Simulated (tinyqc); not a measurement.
Hole subbands of a hard-walled well, four-band Luttinger model: sweeps and comparisons. A value that a table varies takes the place of the one given here.

Hole energies are counted downwards from the unstrained band edge, c = hbar^2/2m0. After the usual block transformation one block is H = [[P + Q - Zs, R - i S], [R + i S, P - Q + Zs]] in (heavy, light), with P +/- Q = c [(g1 +/- g2) k^2 + (g1 -/+ 2 g2) kz^2], R = sqrt(3) c gR k^2, S = 2 sqrt(3) c g3 k kz, kz = -i d/dz; axial approximation gR = (g2 + g3)/2. Zs = b (e_par - e_perp) is the shear part of the strain (the hydrostatic part shifts all levels alike and is left out). Basis sqrt(2/L) sin(n pi z/L), n = 1 to N, for each component: kz^2 gives (n pi/L)^2 and the heavy-light block is R delta_nm - 2 sqrt(3) c g3 k D_nm with D_nm = 4 n m/(L (n^2 - m^2)) for n + m odd, 0 otherwise. The other block has the same levels. The split-off band is left out.

Constants: hbar^2/2m0 = 3.80998211 eV angstrom^2.

Values chosen for the exercise (near those of AlAs; the results hold for these values, not for the real material): g1 = 3.77 (Luttinger gamma1); g2 = 0.82 (gamma2); g3 = 1.42 (gamma3); L = 115 angstrom (well width along [001]); k = 0.0424 1/angstrom (wave vector in the plane); Zlist = (-0.016, -0.0124, -0.0069, -0.0024, 0, 0.0047, 0.0159) eV (shear strain energies (negative: tension in the plane, for b < 0)).

## Which coupling does what

shear strain energy Zs = 0.033323 eV
N = 20, at the given k. Diagonal: R = S = 0. Along [100] and [110] gR is g2 and g3 instead of their mean.

Hole energies (meV):
```
model        E1     E2     E3     E4
diagonal   4.17  22.34  52.62  68.91
R alone    1.55  20.47  51.37  71.53
S alone    0.44   9.68  31.20  60.74
axial     -2.06   8.26  30.32  61.14
[100]     -0.92   8.92  30.73  60.99
[110]     -3.48   7.39  29.78  61.27
```

The couplings move E1 by -6.23 meV: R alone by -2.62, S alone by -3.73, so S matters more at k L/pi = 1.55 (R grows as k^2 and joins equal n, S as k and joins n of opposite parity). Warping spreads E1 by 2.56 meV between [100] and [110], the hole being heavier along [110]; the axial value lies between them.

## Strain

N = 20. dE is the rise of the top subband from k = 0 to k1 = pi/(4L), m1 = c k1^2/dE (dash if dE is not positive), and the heavy weight is taken at k = pi/L.

Top subband:
```
Zs (eV)  HH1 (meV)  LH1 (meV)  dE (meV)  heavy weight  m1 (m0)
-0.0160       22.1       -0.6     0.289         0.089    0.615
-0.0124       18.5        3.0     0.241         0.124    0.738
-0.0069       13.0        8.5     0.102         0.227    1.748
-0.0024        8.5       13.0     0.603         0.421    0.295
0.0000         6.1       15.4     0.634         0.581    0.280
0.0047         1.4       20.1     0.665         0.825    0.267
0.0159        -9.8       31.3     0.704         0.954    0.252
```

HH1 and LH1 cross at Zs = -2 c g2 (pi/L)^2 = -0.0047 eV; for more negative Zs the light hole is on top. Among the rows with HH1 on top, m1 goes from 0.295 to 0.252 m0 as the splitting widens from 5 to 41 meV, against the unmixed 1/(g1 + g2) = 0.218: compression lightens the holes here. m1 describes the neighbourhood of k = 0 only; where HH1 and LH1 lie close, the band may peak further out.

## Size of the sine basis

The four lowest hole energies at the given k for growing N.

Hole energies (meV):
```
N       E1      E2      E3       E4
2   -1.366  14.586  77.454  119.809
3   -1.952   9.071  38.853   76.669
4   -1.966   8.564  31.249   66.962
6   -2.028   8.347  30.553   61.779
10  -2.050   8.275  30.363   61.232
20  -2.055   8.256  30.318   61.141
40  -2.056   8.254  30.312   61.131
80  -2.056   8.253  30.311   61.129
```

Is N = 3 enough for 1 meV in the two lowest levels?

Yes: against N = 80, N = 3 errs by up to 0.82 meV in E1 and E2, always upwards, as a variational basis must. Both are within 0.1 meV of N = 80 from N = 6 on; N = 40 and N = 80 differ by 3.2e-04 meV at most.

tinyqc: `OMP_NUM_THREADS=1 python tinyqc.py 1280883 1280884 out.jsonl`; about 0.1 s, one thread, shared Intel(R) Xeon(R) Processor @ 2.30GHz.
